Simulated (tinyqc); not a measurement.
Global model of a low-pressure process discharge: electron temperature, density, ion flux and ion energy: one step, computed by the program tinyqc.

Maxwellian electrons with temperature T_e in eV, one positive ion, no negative ions, uniform bulk density n; rate constants have the Arrhenius form.

Task: Biased electrode. All bias power goes to ions: V_b = P_b/(J pi r^2). Debye length at the sheath edge lambda_D = sqrt(eps_0 T_e/(e h_L n)); Child-law sheath s = (sqrt2/3) lambda_D (2 V/T_e)^(3/4), V = V_b + V_s; ion transit time tau_i = 3 s sqrt(M/(2 e V)); collisions in the sheath s/lambda_i.

Inputs (values chosen for the exercise, of the order of those of an inductive discharge in a simple atomic gas):
```
quantity                        value  unit
ion mass M                       35.5     u
gas temperature T_g               400     K
bias power P_b                     92     W
radius of the biased electrode     10    cm
bias frequency                     27   MHz
```

ion current density J = 0.8200971 mA/cm^2

T_e = 3.632720 eV

h_L = 0.3758104

plasma density n = 4.334646e+10 1/cm^3

wall potential V_s = 16.78286 V

ion mean free path = 3.353124 cm

Constants: eps_0 = 8.8541878128e-12 F/m; e = 1.602176634e-19 C; u = 1.6605390666e-27 kg.

Give: bias voltage V_b; lambda_D; sheath width s; ion transit time; transit time over bias period; s/lambda_i.

Result:

bias voltage V_b = 357.09 V

lambda_D = 111.01 micrometre

sheath width s = 2.8438 mm

ion transit time = 189.25 ns

transit time over bias period = 5.1097

s/lambda_i = 0.084812

Ions take many periods to cross and see the mean voltage: a narrow energy distribution. The sheath is nearly free of collisions.
